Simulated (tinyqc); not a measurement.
Longitudinal sound in a periodic multilayer: transfer matrices, stop bands and folded phonons: one step, computed by the program tinyqc. Command: `OMP_NUM_THREADS=1 python tinyqc.py 3031216 3031217 out.jsonl multilayer walk`. One thread of a shared host (Intel(R) Xeon(R) Processor @ 2.30GHz), about 0.01 s of CPU time with the checks.

Layers 1 and 2 repeat with period d = d_1 + d_2; waves travel normal to the layers, without loss. State vector (u, s): displacement u and stress divided by omega. Impedances Z = rho v are in 1e6 kg/(m^2 s).

Question. Impedances, mean velocity and Bragg frequency. Z = rho v; interface reflection r = (Z_2 - Z_1)/(Z_2 + Z_1) (stress amplitude, from 1 into 2); Bragg frequency f_B = 1/[2 (d_1/v_1 + d_2/v_2)]; long-wave velocity v_eff = d/sqrt[(d_1/v_1)^2 + (d_2/v_2)^2 + (Z_1/Z_2 + Z_2/Z_1)(d_1/v_1)(d_2/v_2)].

Inputs (values chosen for the exercise, modelled on gallium arsenide (layer 1), aluminium arsenide (layer 2) and gallium arsenide (substrate)):
```
quantity            value    unit
density rho_1        5.22  g/cm^3
velocity v_1         4760     m/s
thickness d_1         254      nm
density rho_2        3.75  g/cm^3
velocity v_2         5660     m/s
thickness d_2         303      nm
substrate density    5.41  g/cm^3
substrate velocity   4820     m/s
```

Give: Z_1; Z_2; Z of the substrate; interface reflection r; Bragg frequency f_B; long-wave velocity v_eff.

Answer.

Z_1 = 24.8472

Z_2 = 21.225

Z of the substrate = 26.0762

interface reflection r = -0.078620

Bragg frequency f_B = 4.6775 GHz

long-wave velocity v_eff = 5194.6 m/s
